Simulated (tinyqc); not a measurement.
Precursor delivery by bubblers, mass-transport growth and the solid composition of a III-V alloy: one step, computed by the program tinyqc. Command: `OMP_NUM_THREADS=1 python tinyqc.py 3020663 3020664 out.jsonl movpe_thermo walk`. One thread of a shared host (Intel(R) Xeon(R) Processor @ 2.30GHz), about 0.02 s of CPU time with the checks.

1 sccm = 44.615 micromol/min; 1 torr = 133.322 Pa. The sources decompose fully at the surface.

Question. Mass transport. Mean velocity u = (F_t/A)(760/p)(T/273); D = D0 (T/273)^1.75 (760/p); boundary layer delta = sqrt(pi D z/u); flux = D dp/(delta k_B T); growth rate = flux x a^3/4.

Inputs (values chosen for the exercise, modelled on triethylgallium (source 1) and trimethylindium (source 2) for the vapour pressures):

| quantity | value | unit |
|---|---|---|
| total flow F_t | 4.5 | slm |
| reactor pressure p | 40 | torr |
| growth temperature T | 880 | K |
| diffusivity at 273 K and 760 torr | 0.31 | cm^2/s |
| flow cross-section A | 48 | cm^2 |
| distance from the leading edge z | 7.1 | cm |
| lattice constant a | 5.74 | angstrom |

Constants: k_B = 1.380649e-23 J/K.

Give: velocity u; D; boundary layer delta; growth rate per torr of group III.

Answer.

velocity u = 95.70 cm/s

D = 45.67 cm^2/s

boundary layer delta = 3.263 cm

growth rate per torr of group III = 261.5 micrometre/(h torr)

Caution: the boundary layer is a quarter or more of the root of the cross-section, so it fills much of the channel and depletion along the flow matters.
